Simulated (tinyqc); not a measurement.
From results back to parameters: special k points of the fcc lattice.

Problem. E(k) = -sqrt(D^2 + (e0 - t A_1(k))^2) with A_1 = 12 at Gamma and A_1 = 0 at b1/2; t > 0 and D > 0 are hidden.

Inputs chosen for the exercise (out of a larger set: the lattice of Si, GaAs, Cu and Al; not measured data): e0 = 1.44 eV (offset).

E at Gamma = -3.464333 eV
E at b1/2 = -3.148587 eV

Find: t; D.

Solution. The difference of the squares is 144 t^2 - 24 e0 t; it is positive, so the quadratic has one positive root t; D^2 follows from either energy.

t = 0.290 eV
D = 2.800 eV

Run: tinyqc, `OMP_NUM_THREADS=1 python tinyqc.py 1681026 1681027 out.jsonl`; Intel(R) Xeon(R) Processor @ 2.30GHz, one thread, shared host; about 0.1 s of CPU time with all checks.
